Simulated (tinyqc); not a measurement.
Spin coating of a resist or spin-on film: centrifugal thinning, evaporation and the final thickness (Emslie and Meyerhofer models): one step, computed by the program tinyqc. Command: `OMP_NUM_THREADS=1 python tinyqc.py 3112189 3112190 out.jsonl spincoat walk`. One thread of a shared host (Intel(R) Xeon(R) Processor @ 2.30GHz), about 0.1 s of CPU time with the checks.

A Newtonian film stays uniform over the wafer; solvent and solids have the same density and the concentration is uniform through the thickness.

Problem. First explicit step of the full model. omega = 2 pi f/60; nu(c) = nu_s + k c^gamma; evaporation rate e = e0 sqrt(f/1000 rpm). Solids s and liquid l per area start at s = c0 h0, l = (1 - c0) h0. With h = h0 and c = c0: Q = K h^3, K = 2 omega^2/(3 nu); one Euler step of length dt = 0.01 h0/Q for s and l, ds/dt = -c Q, dl/dt = -(1 - c) Q - e.

Inputs (values chosen for the exercise, of the order of those of a polymer resist in an ester solvent): solids volume fraction c0 = 0.15; starting thickness h0 = 1000 micrometre.

flow constant K = 0.03039273 1/(micrometre^2 s)

evaporation rate e = 0.1494189 micrometre/s

Give: Q; dt; s; l; Q/e at the start.

Solution.

Q = 3.039e+07 micrometre/s

dt = 3.290e-07 s

s = 148.5 micrometre

l = 841.5 micrometre

Q/e at the start = 2.034e+08

Caution: above a Reynolds number of about 3e5 the air flow near the rim turns turbulent, and evaporation is no longer uniform.
